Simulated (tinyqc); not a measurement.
# From one set of inputs to another, one input at a time

Model: a particle near a wafer in liquid: double-layer and van der Waals forces (DLVO), deposition barrier and removal. Computed by tinyqc, a small Python program. Command: `OMP_NUM_THREADS=1 python tinyqc.py 3112375 3112376 out.jsonl dlvo ladder`. One thread of a shared host (Intel(R) Xeon(R) Processor @ 2.30GHz), about 0.01 s of CPU time with the checks.

Sphere and flat wall, Derjaguin approximation, constant potentials in the linear-superposition form, no retardation and no hydration force.

The inputs printed are set A. Inputs not listed in the table keep their values of set A, so the rows need not describe a real material.

Inputs (values chosen for the exercise, of the order of those for silica on silicon in water):
```
quantity,value,unit
particle radius R,23,nm
Hamaker constant A,1.2e-20,J
potential of the particle psi_1,29,mV
potential of the wafer psi_2,-17,mV
salt concentration c,0.00045,mol/L
valence z of the symmetric salt,1,-
temperature T,298,K
dielectric constant of the liquid,78.4,-
contact distance h0,0.3,nm
contact radius over R,0.13,-
viscosity,0.74,mPa s
```

Constants: e = 1.602176634e-19 C; N_A = 6.02214076e+23 1/mol; eps_0 = 8.8541878128e-12 F/m; k_B = 1.380649e-23 J/K; k_B = 8.617333262e-05 eV/K.

Method. kappa^2 = 2 z^2 e^2 N_A (1000 c)/(eps eps_0 k_B T); gamma_i = tanh(z e psi_i/(4 k_B T)); Z = 64 pi eps eps_0 (k_B T/(z e))^2 gamma_1 gamma_2. Adhesion F_a = A R/(6 h0^2) [1 + a^2/(R h0)] - kappa Z R exp(-kappa h0), a the contact radius. Drag in a shear flow F_d = 1.7 x 6 pi mu R^2 G, acting at 1.4 R; rolling starts when 1.4 R F_d = a F_a. Wall shear stress = mu G.

Each row keeps all changes above it:
```
input moved,from,to,net adhesion F_a (pN),wall shear stress for rolling (Pa)
set A,-,-,1180,6463
salt concentration c (mol/L),0.00045,0.00015,1177,6448
Hamaker constant A (J),1.2e-20,2.7e-20,2644,14482
contact distance h0 (nm),0.3,0.4,1279,7008
contact radius over R,0.13,0.12,1186,5998
potential of the wafer psi_2 (mV),-17,-20,1187,6002
particle radius R (nm),23,160,30451,3182
potential of the particle psi_1 (mV),29,-34,30384,3175
```

net adhesion F_a goes from 1180 to 30400, a factor 25.8 in all. The largest single move comes from particle radius R (a factor 25.7), and contact distance h0 works against it (a factor 0.484). Wall shear stress for rolling goes from 6460 to 3170, a factor 0.491 in all. The largest single move comes from Hamaker constant A (a factor 2.25), but it runs against the net change; the largest move in the direction of the net change is contact distance h0 (a factor 0.484). The single moves hold for this order of the switches; the total does not depend on the order.

Caution (rows set A, salt concentration c, Hamaker constant A, contact distance h0, contact radius over R, potential of the wafer psi_2): kappa R is not large, so the Derjaguin approximation is only rough at gaps of the order of the Debye length.

Extremes, crossings and ranges named in words are read from the listed rows.
